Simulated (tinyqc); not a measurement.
Interfaces: Cahn-Hilliard equation on a periodic one-dimensional grid. Computed by tinyqc, a small Python program. Command: `OMP_NUM_THREADS=1 python tinyqc.py 3016329 3016330 out.jsonl cahn walk`. One thread of a shared host (Intel(R) Xeon(R) Processor @ 2.30GHz), about 0.02 s of CPU time with the checks.

Free energy F = h sum_j [A (c_j^2 - 1)^2/4 + (kappa/2) ((c_(j+1) - c_j)/h)^2]; dc/dt = Lap(mu), mu = A (c^3 - c) - kappa Lap(c), Lap(y)_j = (y_(j+1) - 2 y_j + y_(j-1))/h^2, mobility 1; the grid has n = 12 points.

Inputs (values chosen for the exercise, in reduced units): spacing h = 0.95; well depth A = 0.93; gradient coefficient kappa = 0.62; mean composition c0 = -0.18; noise amplitude = 0.1; time step dt = 0.28; end time = 100.

Scheme: semi-implicit Fourier.

Method:
- Start: c_j = c0 + amplitude x (z_j - mean of z).
- With Fourier components y_m = sum_j y_j exp(-2 pi i j m/n): c_m(new) = [c_m - dt lambda_m N_m]/(1 + dt kappa lambda_m^2), N = A (c^3 - c), lambda_m = (4/h^2) sin^2(pi m/n).
- Run to the end time; break off if |c| exceeds 3 or F has risen by more than 1e-9 in more than 30 steps. Domains = stretches with c > c0.
- Continuum wall between c = -1 and +1: c = tanh(x/w), w = sqrt(2 kappa/A), energy s = (2/3) sqrt(2 kappa A). With two walls per domain, the estimate of F at the end is 2 x domains x s. Volume fraction of the +1 phase by the lever rule: (1 + c0)/2.

random numbers: [-0.596, 0.569, 0.721, -0.346, -0.502, 0.621, 0.427, 0.323, 0.421, -0.774, 0.740, -0.047]

Course:
```
step      t        F      min c      max c  domains
0      0.00  2.49601  -0.270375  -0.118975        3
7      1.96  2.48086  -0.211907  -0.134173        2
18     5.04  2.47917  -0.240216  -0.111207        2
36    10.08  2.46830  -0.306200  -0.026780        2
54    15.12  2.40435  -0.424295   0.159226        2
71    19.88  2.13512  -0.562552   0.479253        1
107   29.96  1.39887  -0.940317   0.892224        1
143   40.04  1.38880  -0.983607   0.924460        1
196   54.88  1.38737  -0.985285   0.926569        1
250   70.00  1.38672  -0.985717   0.927256        1
303   84.84  1.38648  -0.985884   0.927517        1
357   99.96  1.38639  -0.985947   0.927614        1
```

F at the end = 1.38639

c at the end: [-0.985947, -0.968830, -0.871007, -0.487681, 0.400428, 0.834934, 0.927614, 0.844587, 0.432288, -0.458398, -0.861617, -0.966372]

wall half width w = 1.1547

wall energy s = 0.71591

estimate of F = 1.4318

volume fraction = 0.41

w/h = 1.2155

The run ends at F = 1.3864, 0.97 of the estimate: close to it, but the extremes of c are -0.986 and 0.928.
